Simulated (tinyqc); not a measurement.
Input admittance of a MOSFET at zero drain bias: distributed channel and distributed gate: one step of the calculation.

Source and drain grounded, strong inversion, w = 2 pi f, Cox = eps0 eox/tox. The channel is an RC line of resistance 1/(mu Cox Vo) per square fed from both ends, so one finger has the intrinsic admittance y = i w Cox L tanh(g)/g per width, g = (1/2) sqrt(i w tau), tau = L^2/(mu Vo). The vertical resistance rv/L is in series with y, the overlaps 2 i w Cov in parallel: y_t = 1/(1/y + rv/L) + 2 i w Cov. The gate strip is a line of Rsh/L per length loaded by y_t, so a finger has Y = y_t Wf tanh(k)/k, k = (Wf/sd) sqrt(y_t Rsh/L); the device has Nf Y.

Problem. Admittance of the channel and stack per width. tau, g, c = Cox L, y and y_t as defined.

Parameters, values chosen for the exercise; values of the order met in silicon radio-frequency transistors: relative permittivity of the gate insulator (close to silicon nitride) eox = 7.55; insulator thickness tox = 8.9 nm; channel length L = 0.24 um; channel mobility mu = 180 cm^2/(V s); gate overdrive Vo = 0.59 V; vertical resistivity of the gate stack rv = 1.4 ohm um^2; overlap and fringe capacitance on each side Cov = 0.3 fF/um; frequency f = 28 GHz.

Constants: eps0 = 8.8541878128e-14 F/cm where lengths are in cm. Results are converted to the units shown.

Find: tau; g; c; y; y_t.

Solution.

tau = 5.4237 ps
g = 0.34536+0.34536i
c = 1.8027 fF/um
y = 24.99+314.76i uS/um
y_t = 25.56+420.22i uS/um

w tau = 0.954, and Im y is 0.992 of w c.

Program tinyqc, `OMP_NUM_THREADS=1 python tinyqc.py 2262146 2262147 out.jsonl`; Intel Xeon 2.30GHz, shared host, one thread, about 0.01 s.
